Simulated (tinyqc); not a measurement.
## Interface traps from C-V curves, high-low and Terman methods: subthreshold swing with traps

MOS capacitor on an n-type substrate; psi is the band bending, negative in depletion; only majority carriers are counted. At the bending psi the Fermi level lies y = xi - psi below the conduction edge at the surface, xi = Vt ln(Nc/Nd). Dit(y) = D0 + D1 exp(-y/E1); traps fill up to the Fermi level, follow the bias and a slow signal, and do not follow a fast one. V is the gate voltage from flat band.

Cox = 3.9 eps0/EOT, LD = sqrt(eps0 eps_r Vt/(q Nd)), u = psi/Vt, Cd = (eps0 eps_r/(sqrt(2) LD)) |exp(u) - 1|/sqrt(exp(u) - u - 1). At psi = -0.157 V the swing of a transistor with this gate would be S = Vt ln 10 (1 + (Cd + q Dit)/Cox), Dit as above.

Values chosen for this exercise; band and dielectric values close to those of In0.53Ga0.47As:
- T = 350 K (temperature)
- eps_r = 13.7 (relative permittivity)
- Nc = 2.61e17 cm^-3 (conduction-band density of states at T)
- Nd = 2.6e16 cm^-3 (donor density)
- EOT = 11 nm (equivalent oxide thickness)
- D1 = 8.3e12 cm^-2 eV^-1 (band-tail density at the conduction edge)
- E1 = 0.19 eV (decay energy of the tail)

Constants: q = 1.602176634e-19 C, kB = 1.380649e-23 J/K, Vt = kB T/q, eps0 = 8.8541878128e-14 F/cm where lengths are in cm. Results are converted to the units shown.

Results:
```
D0 (cm^-2 eV^-1)  Dit (cm^-2 eV^-1)  q Dit/Cox  S (mV/decade)
8.5e9                     2.5274e12     1.2899         190.06
7.3e10                    2.5919e12     1.3228         192.35
2.1e11                    2.7289e12     1.3928         197.20
6.2e11                    3.1389e12     1.6020         211.73
1.8e12                    4.3189e12     2.2043         253.56
5.3e12                    7.8189e12     3.9906         377.61
1.5e13                    1.7519e13     8.9412         721.42
```

Estimate the missing row, D0 = 2.5e10 cm^-2 eV^-1.

Computed row:
```
D0 (cm^-2 eV^-1)  Dit (cm^-2 eV^-1)  q Dit/Cox  S (mV/decade)
2.5e10                    2.5439e12     1.2983         190.64
```

With this row back in the table: S rises from 190 to 721 mV/decade; without traps it is 100. The traps add 10 mV/decade at Dit = 2.82e11 cm^-2 eV^-1 and equal Cox at 1.96e12.

Range of the model: In a narrow-gap semiconductor minority carriers respond as well once the bending nears the inversion point; they are left out.

Numbers from tinyqc (`OMP_NUM_THREADS=1 python tinyqc.py 2030011 2030012 out.jsonl`; about 0.01 s on one thread of a shared Intel Xeon 2.30GHz).
